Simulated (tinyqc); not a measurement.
# One-dimensional ballistic tunnel FET, two-band WKB: what changes with what

A p-type source for x < 0 with its Fermi level at 0 and its valence edge at ds; in the channel the bands fall as D exp(-x/lam) towards their flat values, with the conduction edge at Ec = ds - dP and D = dP + Eg. The gate moves dP one to one. The drain Fermi level lies at -Vd and the drain side reflects nothing. For w = E - Ec between 0 and dP an electron crosses the gap. Two-band dispersion with equal masses m: inside the gap kappa = sqrt(m u (1 - u/Eg)/C), u the distance from a band edge, C = hbar^2/(2 m0).

Parameters, values chosen for the exercise; band and dielectric values those of a made-up semiconductor:
- T = 300 K (temperature)
- Eg = 0.603 eV (band gap)
- m = 0.049 m0 (band-edge mass of the two-band model)
- lam = 4.6 nm (screening length of the source junction)
- ds = 0.09 eV (source valence edge above the source Fermi level)
- Vd = 0.1 V (drain bias)
- g = 2 (number of degenerate subbands (spin apart))
- dP = 0.44 eV (tunnelling window Ev(source) - Ec(channel))

Constants: q = 1.602176634e-19 C, kB = 1.380649e-23 J/K, hbar = 1.054571817e-34 J s, h = 6.62607015e-34 J s, m0 = 9.1093837015e-31 kg, Vt = kB T/q, hbar^2/(2 m0) = 0.0380998212 eV nm^2. Results are converted to the units shown.

Each table varies one quantity; the others keep the values above.

## Output curve

S(w) = 2 lam int_0^Eg kappa(u) du/(w + Eg - u) = 2 pi lam sqrt(m/(C Eg)) [w + Eg/2 - sqrt(w (w + Eg))], T(w) = exp(-S). I = g (2 q^2/h) int_0^dP T(w) [f(E) - f(E + Vd)] dw, E = ds - dP + w, f(x) = 1/(1 + exp(x/Vt)). Swing = d(dP)/d(log10 I).

Results:
```
Vd (V)	I (uA)
0.02	0.1260
0.09	0.4729
0.16	0.6802
0.24	0.7888
0.38	0.8229
0.45	0.8234
0.53	0.8234
0.6	0.8234
```

Estimate the missing row, Vd = 0.31 V.

Computed row:
```
Vd (V)	I (uA)
0.31	0.8177
```

With this row back in the table: I rises from 0.126 to 0.823 uA; it reaches 95 % of the last value at Vd = 0.24 V among the rows. The drain Fermi level passes the channel conduction edge at Vd = dP - ds = 0.350 V, after which the back flow dies out. The window dP is held fixed.

## Transfer curve and swing

Same model as above.

Transfer curve and swing:
```
dP (eV)	T(w = dP)	I (uA)	swing (mV/decade)
0.0094	4.915e-5	1.180e-6	10.19
0.014	8.320e-5	2.875e-6	13.69
0.021	1.536e-4	7.888e-6	18.38
0.03	2.814e-4	2.116e-5	23.73
0.045	6.004e-4	7.416e-5	31.54
0.066	0.001304	2.822e-4	41.01
0.097	0.002962	0.001285	53.64
0.14	0.006591	0.006287	72.65
0.21	0.01577	0.03718	114.6
0.31	0.03489	0.1693	203.1
```

I rises from 1.18e-6 to 0.169 uA and the swing rises from 10.2 to 203 mV/decade. The thermionic limit is Vt ln 10 = 59.5 mV/decade; the swing stays under it up to dP = 0.097 eV among the rows, where I is 0.00129 uA, 0.76 % of the last row. Leakage below the onset is not in the model.

## Effect of the screening length

Same model as above.

Effect of the screening length:
```
lam (nm)	T(w = dP)	I (uA)	swing (mV/decade)
1	0.5555	7.256	1565
2	0.3086	3.446	797.8
3	0.1714	1.646	541.2
4	0.09523	0.7907	412.6
5	0.05290	0.3818	335.2
6	0.02939	0.1852	283.5
7	0.01633	0.09028	246.4
8	0.009070	0.04420	218.5
```

What does the table show?

I falls from 7.26 to 0.0442 uA, on average 0.316 decades a nanometre; S is proportional to lam, and at w = dP it gives 0.255. The swing falls from 1570 to 219 mV/decade. In 3 of the 8 rows S at w = dP is below 2, where a WKB prefactor of 1 is a rough guess.

Program tinyqc, `OMP_NUM_THREADS=1 python tinyqc.py 2620035 2620036 out.jsonl`; Intel Xeon 2.30GHz, shared host, one thread, about 0.01 s.
